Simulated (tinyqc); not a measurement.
Width of the well: finite square well with mass mismatch (envelope functions).

A square well of width L and depth V0, mass mw inside and mb outside, energies from the bottom of the well, c = hbar^2/2m0. k = sqrt(mw E/c), kappa = sqrt(mb (V0 - E)/c). psi and psi'/m are continuous at the walls (BenDaniel-Duke), so level n solves k L + 2 atan[(k/mw)/(kappa/mb)] = n pi.

Constants: hbar^2/2m0 = 3.80998211 eV angstrom^2.

Parameters, chosen for this exercise (near those of an InGaAs well in InAlAs; not measured data): V0 = 0.49 eV (barrier height); mw = 0.0418 m0 (mass in the well); mb = 0.0748 m0 (mass in the barrier); Ls = (21, 32, 48, 72, 108, 163, 244) angstrom (widths).

Levels against L, beside the infinite well E1(hard) = c (pi/L)^2/mw; Pb is the probability of level 1 in the barriers; a dash marks an unbound level.

Levels:

| L (angstrom) | bound levels | E1 (eV) | E2 (eV) | E1(hard) (eV) | Pb |
|---|---|---|---|---|---|
| 21 | 1 | 0.2775 | - | 2.0399 | 0.366 |
| 32 | 1 | 0.1958 | - | 0.8785 | 0.211 |
| 48 | 2 | 0.1279 | 0.4701 | 0.3904 | 0.110 |
| 72 | 2 | 0.0771 | 0.3079 | 0.1735 | 0.052 |
| 108 | 3 | 0.0433 | 0.1741 | 0.0771 | 0.022 |
| 163 | 4 | 0.0226 | 0.0909 | 0.0339 | 0.008 |
| 244 | 6 | 0.0114 | 0.0458 | 0.0151 | 0.003 |

The infinite well overestimates E1 by a factor 7.35 at 21 angstrom and 1.32 at 244 angstrom. The local exponent d ln E1/d ln L goes from -0.83 (first two rows) to -1.69 (last two), towards the -2 of hard walls, as Pb falls from 0.366 to 0.003. E2 - E1 is largest at 48 angstrom of the widths listed.

Run: tinyqc, `OMP_NUM_THREADS=1 python tinyqc.py 1251707 1251708 out.jsonl`; Intel(R) Xeon(R) Processor @ 2.30GHz, one thread, shared host; about 0.01 s of CPU time with all checks.
